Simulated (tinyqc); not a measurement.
Interface traps from C-V curves, high-low and Terman methods: one step of the calculation.

MOS capacitor on an n-type substrate; psi is the band bending, negative in depletion; only majority carriers are counted. At the bending psi the Fermi level lies y = xi - psi below the conduction edge at the surface, xi = Vt ln(Nc/Nd). Dit(y) = D0 + D1 exp(-y/E1); traps fill up to the Fermi level, follow the bias and a slow signal, and do not follow a fast one. V is the gate voltage from flat band.

Question. Terman extraction. psi at each point follows from C_HF and the ideal curve. Dit = (Cox/q) d(V - V0)/dpsi by central differences over the two neighbours.

Constants: q = 1.602176634e-19 C. Results are converted to the units shown.

| point | psi (V) | V0 (V) | V (V) |
|---|---|---|---|
| 0 | -0.71000000 | -0.88202198 | -0.91600381 |
| 1 | -0.63466667 | -0.79700443 | -0.82969986 |
| 2 | -0.55933333 | -0.71137128 | -0.74265126 |
| 3 | -0.48400000 | -0.62498768 | -0.65465610 |
| 4 | -0.40866667 | -0.53766090 | -0.56541974 |
| 5 | -0.33333333 | -0.44909819 | -0.47449452 |
| 6 | -0.25800000 | -0.35881416 | -0.38115968 |
| 7 | -0.18266667 | -0.26588728 | -0.28413596 |
| 8 | -0.10733333 | -0.16811011 | -0.18067232 |
| 9 | -0.03200000 | -0.05767317 | -0.06213311 |

Cox = 1278.9382 nF/cm^2

Wanted: Dit by Terman.

Answer.

| point | Dit by Terman (cm^-2 eV^-1) |
|---|---|
| 1 | 1.4315e11 |
| 2 | 1.6037e11 |
| 3 | 1.8655e11 |
| 4 | 2.2634e11 |
| 5 | 2.8680e11 |
| 6 | 3.7869e11 |
| 7 | 5.1833e11 |
| 8 | 7.3054e11 |

The differences overstate the curved tail; the largest error is 2.5 %, at point 8.

Program tinyqc, `OMP_NUM_THREADS=1 python tinyqc.py 2030156 2030157 out.jsonl`; Intel Xeon 2.30GHz, shared host, one thread, about 0.01 s.
